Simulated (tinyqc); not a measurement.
From results back to parameters: gated graphene: carriers, quantum capacitance and optical conductivity. Five cases, with inputs chosen for the exercise.

Problem. At low temperature the interband edge lies at 2|mu|, n = mu^2/(pi hv^2), and V = mu/e + e n/Cox with Cox/e^2 = k/(4 pi e2 t), e2 = e^2/(4 pi eps0), t in angstrom. The edge and the voltage are given; hv is hidden.

Constants: e^2/(4 pi eps0) = 14.39964547 eV angstrom.
Find: n; hv; vF (hbar = 6.58211957e-16 eV s).
Method. mu is half the edge; n = Cox (V - mu/e)/e; hv = mu/sqrt(pi n).

Case 1.

Values chosen (out of a larger set: Fermi velocity near that of graphene, gate dielectric near SiO2; not measured data): k = 4.08 (dielectric constant of the gate layer); t = 30 nm (its thickness).

edge = 0.8020 eV
V = 15.2598 V

Solution.

n = 1.12e+13 1/cm^2
hv = 6.77 eV angstrom
vF (hbar = 6.58211957e-16 eV s) = 1.03e+06 m/s

Case 2.

Values chosen (out of a larger set: Fermi velocity near that of graphene, gate dielectric near hBN; not measured data): k = 3.4 (dielectric constant of the gate layer); t = 20 nm (its thickness).

edge = 0.4940 eV
V = 5.78400 V

Solution.

n = 5.20e+12 1/cm^2
hv = 6.11 eV angstrom
vF (hbar = 6.58211957e-16 eV s) = 9.28e+05 m/s

Case 3.

Values chosen (out of a larger set: Fermi velocity near that of graphene, gate dielectric near SiO2; not measured data): k = 3.83 (dielectric constant of the gate layer); t = 10 nm (its thickness).

edge = 0.7240 eV
V = 5.26488 V

Solution.

n = 1.04e+13 1/cm^2
hv = 6.34 eV angstrom
vF (hbar = 6.58211957e-16 eV s) = 9.63e+05 m/s

Case 4.

Values chosen (out of a larger set: Fermi velocity near that of graphene, gate dielectric near hBN; not measured data): k = 3.54 (dielectric constant of the gate layer); t = 10 nm (its thickness).

edge = 0.3640 eV
V = 1.27877 V

Solution.

n = 2.15e+12 1/cm^2
hv = 7.01 eV angstrom
vF (hbar = 6.58211957e-16 eV s) = 1.07e+06 m/s

Case 5.

Values chosen (out of a larger set: Fermi velocity near that of graphene, gate dielectric near HfO2; not measured data): k = 17.23 (dielectric constant of the gate layer); t = 3 nm (its thickness).

edge = 0.4900 eV
V = 0.398125 V

Solution.

n = 4.86e+12 1/cm^2
hv = 6.27 eV angstrom
vF (hbar = 6.58211957e-16 eV s) = 9.53e+05 m/s

Computed by tinyqc, one run a case: `OMP_NUM_THREADS=1 python tinyqc.py N N+1 out.jsonl` with N = 1650366, 1650370, 1650469, 1650658, 1650706; one thread of a shared Intel(R) Xeon(R) Processor @ 2.30GHz, about 0.01 s a run at most.
